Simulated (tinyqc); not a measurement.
Capacitance of parallel on-chip lines from Laplace's equation on a mesh: one step of the calculation.

Cross-section of an endless row of equal lines between two grounded planes; neighbours are driven in antiphase (+1 V and -1 V), so the plane midway between two lines is at 0 V. By symmetry one quarter is solved: x runs from the centre of a line (column 0, mirror) to that midplane (column 3, 0 V), y from the mid-height of the line (row 0, mirror) to the ground plane (row 3, 0 V). The line fills columns 0 to 1 and rows 0 to 1 at 1 V. Cells beside the line (below row 1) have e2, cells above have e1. Each link between nodes has the conductance g = mean permittivity of the two cells beside it (a cell beyond a mirror counts as 0), and the free nodes obey sum g (V_neighbour - V) = 0.

Question. Capacitance per length. C = 4 eps0 sum g (difference of V)^2 over all links (twice the energy of the four quarters, line at 1 V). Plate estimate without fringing: eps0 [2 e1 w/hd + 2 e2 t/(s/2)], w = 2 hx, t = 2 hx, s/2 = 2 hx, hd = 2 hx.

Parameters, values chosen for the exercise:
- e1 = 2.7 (relative permittivity above and below the lines)
- e2 = 1 (relative permittivity between the lines)

Constants: eps0 = 8.8541878128e-12 F/m. Results are converted to the units shown.

converged V (V):
```
           col 0      col 1      col 2      col 3
row 0  1.0000000  1.0000000  0.4411215  0.0000000
row 1  1.0000000  1.0000000  0.3822430  0.0000000
row 2  0.4570093  0.4140187  0.1990654  0.0000000
row 3  0.0000000  0.0000000  0.0000000  0.0000000
```

gx:
```
       col 0  col 1  col 2
row 0    0.5    0.5    0.5
row 1   1.85   1.85   1.85
row 2    2.7    2.7    2.7
row 3   1.35   1.35   1.35
```

gy:
```
       col 0  col 1  col 2  col 3
row 0    0.5      1      1    0.5
row 1   1.35    2.7    2.7   1.35
row 2   1.35    2.7    2.7   1.35
```

Find: C; plate estimate.

Answer.

C = 132.4 aF/um
plate estimate = 65.52 aF/um

tinyqc, about 1 s, one thread, Intel Xeon 2.30GHz (shared host): `OMP_NUM_THREADS=1 python tinyqc.py 2790105 2790106 out.jsonl`
